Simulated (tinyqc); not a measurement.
Voltage: WKB tunnelling through a gate dielectric with a two-band (Franz) dispersion.

At depth x the conduction edge lies u(x) = phi - V x/t above the electron. Parabolic: kappa = sqrt(m u/c). Franz: kappa = sqrt(m u (1 - u/Eg)/c), which vanishes at both band edges. c = hbar^2/2m0. T = exp(-2 integral of kappa dx) over the region u > 0; no image force, no prefactor, zero transverse momentum. The region ends at x_e = min(t, phi t/V); x_e < t is the Fowler-Nordheim regime.

Constants: hbar^2/2m0 = 3.80998211 eV angstrom^2.

Parameters, chosen for this exercise (of the size used for AlN on silicon; shifted at random, so the results belong to these values and not to a real crystal): Eg = 6.13 eV (gap of the dielectric); phi = 1.71 eV (barrier above the electron energy at the emitter); m = 0.38 m0 (mass at the conduction edge); t = 41 angstrom (thickness).

The same layer at other voltages.

Exponents 2 I and transmission:

| V (V) | shape | x_e (angstrom) | 2 I parabolic | 2 I Franz | T Franz |
|---|---|---|---|---|---|
| 0.25 | trapezoid | 41.00 | 32.595 | 28.060 | 6.51e-13 |
| 0.50 | trapezoid | 41.00 | 31.253 | 27.254 | 1.46e-12 |
| 1.00 | trapezoid | 41.00 | 28.277 | 25.231 | 1.10e-11 |
| 1.50 | trapezoid | 41.00 | 24.629 | 22.366 | 1.93e-10 |
| 2.00 | triangle | 35.05 | 19.303 | 17.597 | 2.28e-08 |
| 3.00 | triangle | 23.37 | 12.868 | 11.731 | 8.04e-06 |
| 4.00 | triangle | 17.53 | 9.651 | 8.798 | 0.000151 |
| 5.00 | triangle | 14.02 | 7.721 | 7.039 | 0.000877 |
| 6.00 | triangle | 11.69 | 6.434 | 5.866 | 0.00284 |

What does the comparison show?

While the barrier is a trapezoid T rises by a factor 297 from 0.25 to 1.5 V. Beyond V = phi = 1.71 V the path shortens and the exponent falls as 1/V: from 4 to 6 V it goes from 8.80 to 5.87, the ratio 0.667 = 4/6. The last row means 14.6 MV/cm; rows above about 12 MV/cm are past breakdown.

Run: tinyqc, `OMP_NUM_THREADS=1 python tinyqc.py 1480485 1480486 out.jsonl`; Intel(R) Xeon(R) Processor @ 2.30GHz, one thread, shared host; about 0.01 s of CPU time with all checks.
